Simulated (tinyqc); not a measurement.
Inside a calculation (part 1 of 2). Method: MP2 on RHF in the 6-31g basis, for H4, spin multiplicity 1. Computed by tinyqc, a small Python program that keeps every step (integrals from PySCF). Settings: charge = 0, multiplicity = 1, basis = 6-31g, method = RHF, energy threshold = 1e-10, iteration cap = 55, orthogonalisation = symmetric, start = atomic densities, DIIS depth = 6. Command: `OMP_NUM_THREADS=1 python tinyqc.py 29553 29554 out.jsonl` (the two numbers bound the seeds that draw the settings). One thread of a shared host (Intel(R) Xeon(R) Processor @ 2.60GHz), about 0.1 s of CPU time with the checks. The early iterations of the SCF are left out here.

## One-electron integrals

Geometry (angstrom):
```
atom         x         y         z
H     0.000000  0.000000  0.000000
H     0.000000  0.000000  0.767000
H     0.000000  0.000000  1.698000
H     0.000000  0.000000  2.465000
```

Basis 6-31g: exponents (1/bohr^2) and contraction coefficients of normalised primitives:
```
element  l (shell)   exponent  coefficient
H            s (1)  18.731137     0.033495
H            s (1)   2.825394     0.234727
H            s (1)   0.640122     0.813757
H            s (2)   0.161278     1.000000
```

Overlap, kinetic and nuclear-attraction integrals over the contracted functions; the nuclear repulsion is the sum of Za Zb / Rab.

nuclear repulsion = 2.78622999 hartree

overlap S, lower triangle:
```
          1H 1s     1H 2s     2H 1s     2H 2s     3H 1s     3H 2s     4H 1s     4H 2s
1H 1s  1.000000
1H 2s  0.658292  1.000000
2H 1s  0.431367  0.499434  1.000000
2H 2s  0.499434  0.844165  0.658292  1.000000
3H 1s  0.025769  0.170439  0.300241  0.438269  1.000000
3H 2s  0.170439  0.435933  0.438269  0.779114  0.658292  1.000000
4H 1s  0.000641  0.038387  0.025769  0.170439  0.431367  0.499434  1.000000
4H 2s  0.038387  0.173817  0.170439  0.435933  0.499434  0.844165  0.658292  1.000000
```

kinetic energy T (hartree), lower triangle:
```
           1H 1s      1H 2s      2H 1s     2H 2s     3H 1s     3H 2s     4H 1s     4H 2s
1H 1s   1.395678
1H 2s   0.259735   0.241917
2H 1s   0.203985   0.160530   1.395678
2H 2s   0.160530   0.181154   0.259735  0.241917
3H 1s  -0.033219   0.006594   0.067259  0.125741  1.395678
3H 2s   0.006594   0.047086   0.125741  0.157118  0.259735  0.241917
4H 1s  -0.002257  -0.013404  -0.033219  0.006594  0.203985  0.160530  1.395678
4H 2s  -0.013404  -0.007001   0.006594  0.047086  0.160530  0.181154  0.259735  0.241917
```

nuclear attraction V (hartree), lower triangle:
```
           1H 1s      1H 2s      2H 1s      2H 2s      3H 1s      3H 2s      4H 1s      4H 2s
1H 1s  -2.860150
1H 2s  -1.516123  -1.685371
2H 1s  -1.256863  -1.307213  -3.212035
2H 2s  -1.202706  -1.562319  -1.740363  -1.949533
3H 1s  -0.073358  -0.446644  -0.874963  -1.157476  -3.212035
3H 2s  -0.424288  -0.855461  -1.157476  -1.549338  -1.740363  -1.949533
4H 1s  -0.001778  -0.096976  -0.073358  -0.424288  -1.256863  -1.202706  -2.860150
4H 2s  -0.096976  -0.345651  -0.446644  -0.855461  -1.307213  -1.562319  -1.516123  -1.685371
```

core Hamiltonian H = T + V (hartree), lower triangle:
```
           1H 1s      1H 2s      2H 1s      2H 2s      3H 1s      3H 2s      4H 1s      4H 2s
1H 1s  -1.464472
1H 2s  -1.256387  -1.443455
2H 1s  -1.052878  -1.146684  -1.816357
2H 2s  -1.042176  -1.381166  -1.480628  -1.707616
3H 1s  -0.106577  -0.440050  -0.807704  -1.031735  -1.816357
3H 2s  -0.417694  -0.808375  -1.031735  -1.392220  -1.480628  -1.707616
4H 1s  -0.004035  -0.110380  -0.106577  -0.417694  -1.052878  -1.042176  -1.464472
4H 2s  -0.110380  -0.352653  -0.440050  -0.808375  -1.146684  -1.381166  -1.256387  -1.443455
```

## Two-electron integrals

Functions are numbered as in S; the eight-fold symmetry (ij|kl) = (ji|kl) = (kl|ij) leaves the list below.

Two-electron integrals (ij|kl) in chemists' order, unique and non-zero (hartree):
```
(11|11) 1.076566   (21|11) 0.578470   (21|21) 0.329423   (22|11) 0.587396
(22|21) 0.361304   (22|22) 0.453150   (31|11) 0.382912   (31|21) 0.218325
(31|22) 0.238814   (31|31) 0.179055   (32|11) 0.334823   (32|21) 0.203411
(32|22) 0.246156   (32|31) 0.173973   (32|32) 0.188638   (33|11) 0.645348
(33|21) 0.399358   (33|22) 0.492408   (33|31) 0.382912   (33|32) 0.431954
(33|33) 1.076566   (41|11) 0.431954   (41|21) 0.246891   (41|22) 0.272362
(41|31) 0.173973   (41|32) 0.165461   (41|33) 0.334823   (41|41) 0.188638
(42|11) 0.473228   (42|21) 0.292771   (42|22) 0.372002   (42|31) 0.210827
(42|32) 0.227272   (42|33) 0.473228   (42|41) 0.227272   (42|42) 0.322921
(43|11) 0.399358   (43|21) 0.247042   (43|22) 0.309236   (43|31) 0.218325
(43|32) 0.246891   (43|33) 0.578470   (43|41) 0.203411   (43|42) 0.292771
(43|43) 0.329423   (44|11) 0.492408   (44|21) 0.309236   (44|22) 0.406781
(44|31) 0.238814   (44|32) 0.272362   (44|33) 0.587396   (44|41) 0.246156
(44|42) 0.372002   (44|43) 0.361304   (44|44) 0.453150   (51|11) 0.015358
(51|21) 0.009554   (51|22) 0.012068   (51|31) 0.008848   (51|32) 0.010245
(51|33) 0.024788   (51|41) 0.007973   (51|42) 0.011672   (51|43) 0.013866
(51|44) 0.014708   (51|51) 0.000595   (52|11) 0.065057   (52|21) 0.042369
(52|22) 0.060486   (52|31) 0.037233   (52|32) 0.048689   (52|33) 0.114550
(52|41) 0.035251   (52|42) 0.061251   (52|43) 0.069518   (52|44) 0.084070
(52|51) 0.003014   (52|52) 0.021596   (53|11) 0.129563   (53|21) 0.084122
(53|22) 0.117449   (53|31) 0.077978   (53|32) 0.101537   (53|33) 0.250264
(53|41) 0.070810   (53|42) 0.119388   (53|43) 0.144924   (53|44) 0.162334
(53|51) 0.006405   (53|52) 0.041504   (53|53) 0.084714   (54|11) 0.151704
(54|21) 0.099304   (54|22) 0.144652   (54|31) 0.085860   (54|32) 0.114240
(54|33) 0.266232   (54|41) 0.082362   (54|42) 0.147504   (54|43) 0.164618
(54|44) 0.206078   (54|51) 0.007132   (54|52) 0.055363   (54|53) 0.103415
(54|54) 0.144925   (55|11) 0.311607   (55|21) 0.204967   (55|22) 0.305865
(55|31) 0.174432   (55|32) 0.238981   (55|33) 0.553023   (55|41) 0.169521
(55|42) 0.316725   (55|43) 0.351141   (55|44) 0.457152   (55|51) 0.015358
(55|52) 0.138705   (55|53) 0.250264   (55|54) 0.376226   (55|55) 1.076566
(61|11) 0.138705   (61|21) 0.080379   (61|22) 0.090649   (61|31) 0.060904
(61|32) 0.060175   (61|33) 0.126857   (61|41) 0.062862   (61|42) 0.078479
(61|43) 0.075446   (61|44) 0.088003   (61|51) 0.003014   (61|52) 0.013522
(61|53) 0.027531   (61|54) 0.031567   (61|55) 0.065057   (61|61) 0.021596
(62|11) 0.207057   (62|21) 0.130536   (62|22) 0.173301   (62|31) 0.101981
(62|32) 0.117761   (62|33) 0.255509   (62|41) 0.104361   (62|42) 0.160074
(62|43) 0.157205   (62|44) 0.197288   (62|51) 0.006425   (62|52) 0.037553
(62|53) 0.072226   (62|54) 0.092521   (62|55) 0.207057   (62|61) 0.037553
(62|62) 0.086116   (63|11) 0.233234   (63|21) 0.147186   (63|22) 0.192100
(63|31) 0.132852   (63|32) 0.157854   (63|33) 0.376226   (63|41) 0.122352
(63|42) 0.186643   (63|43) 0.215409   (63|44) 0.238281   (63|51) 0.009196
(63|52) 0.050109   (63|53) 0.103415   (63|54) 0.120639   (63|55) 0.266232
(63|61) 0.046211   (63|62) 0.104481   (63|63) 0.144925   (64|11) 0.305418
(64|21) 0.196029   (64|22) 0.272326   (64|31) 0.158590   (64|32) 0.193309
(64|33) 0.427477   (64|41) 0.158968   (64|42) 0.261462   (64|43) 0.265153
(64|44) 0.338903   (64|51) 0.010992   (64|52) 0.072060   (64|53) 0.134930
(64|54) 0.182551   (64|55) 0.427477   (64|61) 0.058566   (64|62) 0.149671
(64|63) 0.182551   (64|64) 0.275070   (65|11) 0.204967   (65|21) 0.134610
(65|22) 0.199448   (65|31) 0.113816   (65|32) 0.152904   (65|33) 0.351141
(65|41) 0.111052   (65|42) 0.203984   (65|43) 0.221615   (65|44) 0.289339
(65|51) 0.009554   (65|52) 0.080379   (65|53) 0.144924   (65|54) 0.215409
(65|55) 0.578470   (65|61) 0.042369   (65|62) 0.130536   (65|63) 0.164618
(65|64) 0.265153   (65|65) 0.329423   (66|11) 0.305865   (66|21) 0.199448
(66|22) 0.290331   (66|31) 0.161718   (66|32) 0.206190   (66|33) 0.457152
(66|41) 0.162341   (66|42) 0.286036   (66|43) 0.289339   (66|44) 0.387817
(66|51) 0.012068   (66|52) 0.090649   (66|53) 0.162334   (66|54) 0.238281
(66|55) 0.587396   (66|61) 0.060486   (66|62) 0.173301   (66|63) 0.206078
(66|64) 0.338903   (66|65) 0.361304   (66|66) 0.453150   (71|11) 0.000274
(71|21) 0.000178   (71|22) 0.000249   (71|31) 0.000163   (71|32) 0.000213
(71|33) 0.000520   (71|41) 0.000150   (71|42) 0.000253   (71|43) 0.000304
(71|44) 0.000344   (71|51) 0.000013   (71|52) 0.000087   (71|53) 0.000177
(71|54) 0.000217   (71|55) 0.000520   (71|61) 0.000058   (71|62) 0.000153
(71|63) 0.000217   (71|64) 0.000286   (71|65) 0.000304   (71|66) 0.000344
(71|71) 3.70e-07   (72|11) 0.010202   (72|21) 0.006712   (72|22) 0.010092
(72|31) 0.005468   (72|32) 0.007299   (72|33) 0.016327   (72|41) 0.005481
(72|42) 0.010247   (72|43) 0.010545   (72|44) 0.014663   (72|51) 0.000447
(72|52) 0.004043   (72|53) 0.006898   (72|54) 0.011173   (72|55) 0.030500
(72|61) 0.002065   (72|62) 0.006646   (72|63) 0.007864   (72|64) 0.013979
(72|65) 0.017881   (72|66) 0.020371   (72|71) 0.000015   (72|72) 0.001077
(73|11) 0.008485   (73|21) 0.005573   (73|22) 0.008225   (73|31) 0.004822
(73|32) 0.006548   (73|33) 0.015358   (73|41) 0.004626   (73|42) 0.008478
(73|43) 0.009554   (73|44) 0.012068   (73|51) 0.000418   (73|52) 0.003461
(73|53) 0.006405   (73|54) 0.009196   (73|55) 0.024788   (73|61) 0.001781
(73|62) 0.005444   (73|63) 0.007132   (73|64) 0.010992   (73|65) 0.013866
(73|66) 0.014708   (73|71) 0.000013   (73|72) 0.000726   (73|73) 0.000595
(74|11) 0.042070   (74|21) 0.027688   (74|22) 0.041818   (74|31) 0.022180
(74|32) 0.029423   (74|33) 0.065057   (74|41) 0.022496   (74|42) 0.042223
(74|43) 0.042369   (74|44) 0.060486   (74|51) 0.001781   (74|52) 0.016508
(74|53) 0.027531   (74|54) 0.046211   (74|55) 0.126857   (74|61) 0.008419
(74|62) 0.027456   (74|63) 0.031567   (74|64) 0.058566   (74|65) 0.075446
(74|66) 0.088003   (74|71) 0.000058   (74|72) 0.004768   (74|73) 0.003014
(74|74) 0.021596   (75|11) 0.109994   (75|21) 0.072403   (75|22) 0.109477
(75|31) 0.058512   (75|32) 0.078411   (75|33) 0.174432   (75|41) 0.058992
(75|42) 0.111565   (75|43) 0.113816   (75|44) 0.161718   (75|51) 0.004822
(75|52) 0.046961   (75|53) 0.077978   (75|54) 0.132852   (75|55) 0.382912
(75|61) 0.022180   (75|62) 0.073597   (75|63) 0.085860   (75|64) 0.158590
(75|65) 0.218325   (75|66) 0.238814   (75|71) 0.000163   (75|72) 0.013591
(75|73) 0.008848   (75|74) 0.060904   (75|75) 0.179055   (76|11) 0.113799
(76|21) 0.074908   (76|22) 0.113482   (76|31) 0.058992   (76|32) 0.077545
(76|33) 0.169521   (76|41) 0.060543   (76|42) 0.113639   (76|43) 0.111052
(76|44) 0.162341   (76|51) 0.004626   (76|52) 0.043277   (76|53) 0.070810
(76|54) 0.122352   (76|55) 0.334823   (76|61) 0.022496   (76|62) 0.073737
(76|63) 0.082362   (76|64) 0.158968   (76|65) 0.203411   (76|66) 0.246156
(76|71) 0.000150   (76|72) 0.013528   (76|73) 0.007973   (76|74) 0.062862
(76|75) 0.173973   (76|76) 0.188638   (77|11) 0.214676   (77|21) 0.141319
(77|22) 0.214535   (77|31) 0.109994   (77|32) 0.143639   (77|33) 0.311607
(77|41) 0.113799   (77|42) 0.213762   (77|43) 0.204967   (77|44) 0.305865
(77|51) 0.008485   (77|52) 0.081084   (77|53) 0.129563   (77|54) 0.233234
(77|55) 0.645348   (77|61) 0.042070   (77|62) 0.139182   (77|63) 0.151704
(77|64) 0.305418   (77|65) 0.399358   (77|66) 0.492408   (77|71) 0.000274
(77|72) 0.028801   (77|73) 0.015358   (77|74) 0.138705   (77|75) 0.382912
(77|76) 0.431954   (77|77) 1.076566   (81|11) 0.028801   (81|21) 0.016987
(81|22) 0.019721   (81|31) 0.013591   (81|32) 0.013986   (81|33) 0.030500
(81|41) 0.013528   (81|42) 0.017604   (81|43) 0.017881   (81|44) 0.020371
(81|51) 0.000726   (81|52) 0.003359   (81|53) 0.006898   (81|54) 0.007864
(81|55) 0.016327   (81|61) 0.004768   (81|62) 0.008747   (81|63) 0.011173
(81|64) 0.013979   (81|65) 0.010545   (81|66) 0.014663   (81|71) 0.000015
(81|72) 0.000509   (81|73) 0.000447   (81|74) 0.002065   (81|75) 0.005468
(81|76) 0.005481   (81|77) 0.010202   (81|81) 0.001077   (82|11) 0.068138
(82|21) 0.043733   (82|22) 0.060755   (82|31) 0.035381   (82|32) 0.043127
(82|33) 0.095368   (82|41) 0.035465   (82|42) 0.058331   (82|43) 0.059155
(82|44) 0.075608   (82|51) 0.002452   (82|52) 0.016076   (82|53) 0.030102
(82|54) 0.040726   (82|55) 0.095368   (82|61) 0.013066   (82|62) 0.033391
(82|63) 0.040726   (82|64) 0.061367   (82|65) 0.059155   (82|66) 0.075608
(82|71) 0.000064   (82|72) 0.003119   (82|73) 0.002452   (82|74) 0.013066
(82|75) 0.035381   (82|76) 0.035465   (82|77) 0.068138   (82|81) 0.003119
(82|82) 0.013691   (83|11) 0.081084   (83|21) 0.051869   (83|22) 0.069959
(83|31) 0.046961   (83|32) 0.057908   (83|33) 0.138705   (83|41) 0.043277
(83|42) 0.069169   (83|43) 0.080379   (83|44) 0.090649   (83|51) 0.003461
(83|52) 0.020447   (83|53) 0.041504   (83|54) 0.050109   (83|55) 0.114550
(83|61) 0.016508   (83|62) 0.040000   (83|63) 0.055363   (83|64) 0.072060
(83|65) 0.069518   (83|66) 0.084070   (83|71) 0.000087   (83|72) 0.003359
(83|73) 0.003014   (83|74) 0.013522   (83|75) 0.037233   (83|76) 0.035251
(83|77) 0.065057   (83|81) 0.004043   (83|82) 0.016076   (83|83) 0.021596
(84|11) 0.139182   (84|21) 0.090566   (84|22) 0.130924   (84|31) 0.073597
(84|32) 0.093299   (84|33) 0.207057   (84|41) 0.073737   (84|42) 0.128628
(84|43) 0.130536   (84|44) 0.173301   (84|51) 0.005444   (84|52) 0.040000
(84|53) 0.072226   (84|54) 0.104481   (84|55) 0.255509   (84|61) 0.027456
(84|62) 0.077304   (84|63) 0.092521   (84|64) 0.149671   (84|65) 0.157205
(84|66) 0.197288   (84|71) 0.000153   (84|72) 0.008747   (84|73) 0.006425
(84|74) 0.037553   (84|75) 0.101981   (84|76) 0.104361   (84|77) 0.207057
(84|81) 0.006646   (84|82) 0.033391   (84|83) 0.037553   (84|84) 0.086116
(85|11) 0.143639   (85|21) 0.094455   (85|22) 0.141247   (85|31) 0.078411
(85|32) 0.105399   (85|33) 0.238981   (85|41) 0.077545   (85|42) 0.144271
(85|43) 0.152904   (85|44) 0.206190   (85|51) 0.006548   (85|52) 0.057908
(85|53) 0.101537   (85|54) 0.157854   (85|55) 0.431954   (85|61) 0.029423
(85|62) 0.093299   (85|63) 0.114240   (85|64) 0.193309   (85|65) 0.246891
(85|66) 0.272362   (85|71) 0.000213   (85|72) 0.013986   (85|73) 0.010245
(85|74) 0.060175   (85|75) 0.173973   (85|76) 0.165461   (85|77) 0.334823
(85|81) 0.007299   (85|82) 0.043127   (85|83) 0.048689   (85|84) 0.117761
(85|85) 0.188638   (86|11) 0.213762   (86|21) 0.140277   (86|22) 0.209142
(86|31) 0.111565   (86|32) 0.144271   (86|33) 0.316725   (86|41) 0.113639
(86|42) 0.206894   (86|43) 0.203984   (86|44) 0.286036   (86|51) 0.008478
(86|52) 0.069169   (86|53) 0.119388   (86|54) 0.186643   (86|55) 0.473228
(86|61) 0.042223   (86|62) 0.128628   (86|63) 0.147504   (86|64) 0.261462
(86|65) 0.292771   (86|66) 0.372002   (86|71) 0.000253   (86|72) 0.017604
(86|73) 0.011672   (86|74) 0.078479   (86|75) 0.210827   (86|76) 0.227272
(86|77) 0.473228   (86|81) 0.010247   (86|82) 0.058331   (86|83) 0.061251
(86|84) 0.160074   (86|85) 0.227272   (86|86) 0.322921   (87|11) 0.141319
(87|21) 0.093027   (87|22) 0.141115   (87|31) 0.072403   (87|32) 0.094455
(87|33) 0.204967   (87|41) 0.074908   (87|42) 0.140277   (87|43) 0.134610
(87|44) 0.199448   (87|51) 0.005573   (87|52) 0.051869   (87|53) 0.084122
(87|54) 0.147186   (87|55) 0.399358   (87|61) 0.027688   (87|62) 0.090566
(87|63) 0.099304   (87|64) 0.196029   (87|65) 0.247042   (87|66) 0.309236
(87|71) 0.000178   (87|72) 0.016987   (87|73) 0.009554   (87|74) 0.080379
(87|75) 0.218325   (87|76) 0.246891   (87|77) 0.578470   (87|81) 0.006712
(87|82) 0.043733   (87|83) 0.042369   (87|84) 0.130536   (87|85) 0.203411
(87|86) 0.292771   (87|87) 0.329423   (88|11) 0.214535   (88|21) 0.141115
(88|22) 0.212926   (88|31) 0.109477   (88|32) 0.141247   (88|33) 0.305865
(88|41) 0.113482   (88|42) 0.209142   (88|43) 0.199448   (88|44) 0.290331
(88|51) 0.008225   (88|52) 0.069959   (88|53) 0.117449   (88|54) 0.192100
(88|55) 0.492408   (88|61) 0.041818   (88|62) 0.130924   (88|63) 0.144652
(88|64) 0.272326   (88|65) 0.309236   (88|66) 0.406781   (88|71) 0.000249
(88|72) 0.019721   (88|73) 0.012068   (88|74) 0.090649   (88|75) 0.238814
(88|76) 0.272362   (88|77) 0.587396   (88|81) 0.010092   (88|82) 0.060755
(88|83) 0.060486   (88|84) 0.173301   (88|85) 0.246156   (88|86) 0.372002
(88|87) 0.361304   (88|88) 0.453150
```

## Orthogonalisation

S = U s U^T; symmetric (Loewdin) form X = U s^(-1/2) U^T, so that X^T S X = 1.

eigenvalues of S: 0.010947  0.090925  0.312346  0.453976  0.513766  0.740044  1.968918  3.909078

X, lower triangle:
```
           1H 1s      1H 2s      2H 1s      2H 2s      3H 1s      3H 2s      4H 1s     4H 2s
1H 1s   1.301745
1H 2s  -0.451435   2.430217
2H 1s  -0.179610   0.153304   1.324693
2H 2s  -0.086085  -2.117927  -0.654221   4.905081
3H 1s   0.040364   0.019568  -0.098078   0.079911   1.324693
3H 2s   0.172296   0.991369   0.079911  -3.160269  -0.654221   4.905081
4H 1s  -0.032294  -0.051165   0.040364   0.172296  -0.179610  -0.086085   1.301745
4H 2s  -0.051165  -0.291402   0.019568   0.991369   0.153304  -2.117927  -0.451435  2.430217
```

## Iteration 7 (converged): orbitals

converged F (hartree), lower triangle:
```
           1H 1s      1H 2s      2H 1s      2H 2s      3H 1s      3H 2s      4H 1s      4H 2s
1H 1s  -0.024577
1H 2s  -0.498571  -0.350902
2H 1s  -0.550537  -0.541889  -0.125998
2H 2s  -0.492116  -0.412809  -0.587943  -0.474030
3H 1s  -0.110660  -0.226639  -0.369038  -0.428401  -0.125998
3H 2s  -0.251968  -0.289739  -0.428401  -0.411832  -0.587943  -0.474030
4H 1s   0.020961  -0.065107  -0.110660  -0.251968  -0.550537  -0.492116  -0.024577
4H 2s  -0.065107  -0.141655  -0.226639  -0.289739  -0.541889  -0.412809  -0.498571  -0.350902
```

Diagonalise F' = X^T F X, C = X C', fill 2 alpha and 2 beta electrons from the bottom; D = 2 C_occ C_occ^T. Each column has its largest component positive (the first on a tie).

F' = X^T F X (hartree), lower triangle:
```
           1          2          3          4          5          6          7         8
1   0.651012
2  -0.551507   0.264883
3  -0.507828  -0.079033   0.620492
4  -0.209950  -0.218270  -0.612262   0.544727
5   0.115834  -0.006633  -0.292781  -0.095921   0.620492
6   0.063902  -0.087209  -0.095921  -0.274611  -0.612262   0.544727
7  -0.029562   0.007141   0.115834   0.063902  -0.507828  -0.209950   0.651012
8   0.007141   0.039208  -0.006633  -0.087209  -0.079033  -0.218270  -0.551507  0.264883
```

orbital energies (hartree): MO1 -0.738891, MO2 -0.478501, MO3 0.209476, MO4 0.424297, MO5 0.792687, MO6 1.107437, MO7 1.260096, MO8 1.585628

coefficients C:
```
            MO1        MO2        MO3        MO4        MO5        MO6        MO7        MO8
1H 1s  0.184408   0.264691   0.128178   0.131044  -0.559745  -0.744619  -0.762703   0.621145
1H 2s  0.105163   0.212034   1.188517  -2.403587   0.228576  -0.935758   1.259840  -1.388770
2H 1s  0.267847   0.209186  -0.165705   0.172049  -0.534393  -0.435178   0.746371  -1.025676
2H 2s  0.176246   0.412059  -0.842701   3.969153   0.578724   3.793139  -1.117700   2.711047
3H 1s  0.267847  -0.209186  -0.165705  -0.172049  -0.534393   0.435178   0.746371   1.025676
3H 2s  0.176246  -0.412059  -0.842701  -3.969153   0.578724  -3.793139  -1.117700  -2.711047
4H 1s  0.184408  -0.264691   0.128178  -0.131044  -0.559745   0.744619  -0.762703  -0.621145
4H 2s  0.105163  -0.212034   1.188517   2.403587   0.228576   0.935758   1.259840   1.388770
```

D after iteration 7, lower triangle:
```
           1H 1s      1H 2s      2H 1s      2H 2s     3H 1s     3H 2s     4H 1s     4H 2s
1H 1s   0.208135
1H 2s   0.151033   0.112036
2H 1s   0.209526   0.145045   0.231002
2H 2s   0.283139   0.211810   0.266808   0.401710
3H 1s  -0.011953  -0.032374   0.055966  -0.077980  0.231002
3H 2s  -0.153133  -0.137672  -0.077980  -0.277459  0.266808  0.401710
4H 1s  -0.072109  -0.073461  -0.011953  -0.153133  0.209526  0.283139  0.208135
4H 2s  -0.073461  -0.067799  -0.032374  -0.137672  0.145045  0.211810  0.151033  0.112036
```

## Convergence

Stop when the energy changes by less than 1e-10 hartree and every element of the error matrix X^T (F D S - S D F) X is below 3e-06.

Course of the cycle:
```
iteration  E (hartree)     change  largest element of the error matrix
1          -1.78015603          -                             1.63e-01
2          -2.19328981  -4.13e-01                             3.75e-02
3          -2.19786575  -4.58e-03                             5.17e-03
4          -2.19797446  -1.09e-04                             1.51e-03
5          -2.19798279  -8.33e-06                             1.91e-04
6          -2.19798292  -1.30e-07                             3.86e-06
7          -2.19798292  -4.92e-11                             1.27e-07
```

PySCF RHF in the same basis = -2.19798292 hartree

Converged in 7 iterations.
